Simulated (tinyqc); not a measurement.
Worked calculation: extended Hueckel theory, for H4-. The parameters take no account of the charge, which enters only through the electron count, and nothing here shows that the anion is bound. Computed by tinyqc, a small Python program that keeps every step (integrals from PySCF). Settings: charge = -1, K = 1.75, multiplicity = 2. Command: `OMP_NUM_THREADS=1 python tinyqc.py 30854 30855 out.jsonl` (the two numbers bound the seeds that draw the settings). One thread of a shared host (Intel(R) Xeon(R) Processor @ 2.60GHz), about 0.01 s of CPU time with the checks.

## Overlaps

Geometry (angstrom):
```
atom         x         y         z
H     0.000000  0.000000  0.000000
H     0.000000  0.000000  0.924000
H     0.000000  0.000000  1.740000
H     0.000000  0.000000  2.665000
```

Parameters chosen for this run:
```
element  shell  Slater exponent   H_ii (eV)
H           1s         1.300000  -13.600000
```

Slater orbitals, each expanded in six Gaussians scaled to its exponent.

overlap S, order 1H 1s, 2H 1s, 3H 1s, 4H 1s:
```
[[1.000000, 0.515301, 0.158181, 0.031333],
 [0.515301, 1.000000, 0.585204, 0.157925],
 [0.158181, 0.585204, 1.000000, 0.514673],
 [0.031333, 0.157925, 0.514673, 1.000000]]
```

## Wolfsberg-Helmholz matrix

diagonal H_ii (eV): [-13.600000, -13.600000, -13.600000, -13.600000]

K = 1.750000

H_ij = K' S_ij (H_ii + H_jj)/2 for i != j (the diagonal keeps H_ii), with K' = 1.75.

H (eV), order 1H 1s, 2H 1s, 3H 1s, 4H 1s:
```
[[-13.600000, -12.264158, -3.764717, -0.745730],
 [-12.264158, -13.600000, -13.927859, -3.758604],
 [-3.764717, -13.927859, -13.600000, -12.249216],
 [-0.745730, -3.758604, -12.249216, -13.600000]]
```

## Orbitals

valence electrons = 5

Solve H C = S C e through S^(-1/2); fill by pairs from the bottom, a degenerate level sharing its electrons equally; each orbital has its largest coefficient positive (the first on a tie).

orbital energies (eV): [-18.790317, -14.880018, -6.228348, 18.706669]

occupations: [2.000000, 2.000000, 1.000000, 0.000000]

coefficients, order 1H 1s, 2H 1s, 3H 1s, 4H 1s:
```
[[0.275993, -0.593536, 0.771007, -0.635807],
 [0.411789, -0.290744, -0.515810, 1.296959],
 [0.411640, 0.291005, -0.517240, -1.295703],
 [0.275602, 0.594144, 0.771144, 0.634131]]
```

sum of one-electron energies = -73.569019 eV

## Mulliken analysis

P = C n C^T; charge = valence electrons (H 1) minus the sum of (P S)_ii on the atom; overlap population = 2 sum P_ij S_ij between two atoms.

charges: [-0.460923, -0.038275, -0.038981, -0.461821]

Overlap populations:
```
pair      value
2-1    0.180090
3-1   -0.163566
3-2    0.510998
4-1    0.002594
4-2   -0.163064
4-3    0.178930
```
